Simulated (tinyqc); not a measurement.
Inside a calculation: gated graphene: carriers, quantum capacitance and optical conductivity. Values are carried at full precision from step to step, so a last printed digit may differ when a step is redone from the rounded ones.

Cones E = +/- hv |k|, four flavours, D(E) = 2|E|/(pi hv^2). n = (2/pi)(kT/hv)^2 F_1(mu/kT), p = (2/pi)(kT/hv)^2 F_1(-mu/kT), in 1/angstrom^2 (1e16 for 1/cm^2); F_1(eta) = integral_0^infinity x dx/(1 + exp(x - eta)). Cq/e^2 = d(n - p)/d mu = (2 kT/(pi hv^2)) ln(2 + 2 cosh(mu/kT)).

Gate: V = mu/e + e (n - p)/Cox with Cox/e^2 = k/(4 pi e2 t), t in angstrom, e2 = e^2/(4 pi eps0); 1/(eV angstrom^2) in C/e^2 equals 1602.176634 microfarad/cm^2; total 1/C = 1/Cox + 1/Cq.

Constants: kB = 8.617333262e-05 eV/K; e^2/(4 pi eps0) = 14.39964547 eV angstrom; fine-structure constant alpha = 0.007297352564.

Inputs chosen for the exercise (Fermi velocity near that of graphene, gate dielectric near HfO2; the results hold for these values, not for the real material):
- hv = 6.15 eV angstrom (hbar vF)
- T = 300 K
- k = 17.62 (dielectric constant of the gate layer)
- t = 2 nm (its thickness)
- V = 0.09 V (gate voltage from the neutrality point)
- E = 0.049 eV (photon energy)
- Gm = 20 meV (intraband damping)

## Chemical potential at the gate voltage

Solve the gate equation for mu.

Cox = 7.801 microfarad/cm^2
mu = 0.0764 eV
n = 6.70e+11 1/cm^2
p = 5.79e+09 1/cm^2

mu takes 84.8 % of the gate voltage; the zero-temperature rule |mu| = hv sqrt(pi |n - p|) gives 0.0888 eV.

## Quantum capacitance

1/(eV angstrom^2) in C/e^2 equals 1602.176634 microfarad/cm^2; 1/C = 1/Cox + 1/Cq.

Cq = 2.130 microfarad/cm^2
C = 1.673 microfarad/cm^2
Cq at mu = 0 = 0.9665 microfarad/cm^2

C is 0.214 of Cox.

## Optical conductivity at one energy

Conductivity over sigma0 = e^2/(4 hbar): interband Re = sinh(E/2kT)/(cosh(mu/kT) + cosh(E/2kT)); intraband Re = (8 kT/pi) ln(2 cosh(mu/2kT)) Gm/(E^2 + Gm^2). A free sheet absorbs about pi alpha_f Re(sigma/sigma0), alpha_f the fine-structure constant (alpha among the constants).

Evaluate both parts and the absorption.

interband = 0.0988
intraband = 0.7181
absorption = 1.873 %

E is below 2|mu| = 0.1527 eV; at this temperature interband transitions are mostly Pauli blocked; the universal value is pi alpha_f = 2.293 %.

## Checks

- Cq/e^2 against the finite difference of n - p (1/(eV angstrom^2)): both 0.001329.

(tinyqc, `OMP_NUM_THREADS=1 python tinyqc.py 1682793 1682794 out.jsonl`, Intel(R) Xeon(R) Processor @ 2.30GHz, 1 thread, shared host, about 0.01 s.)
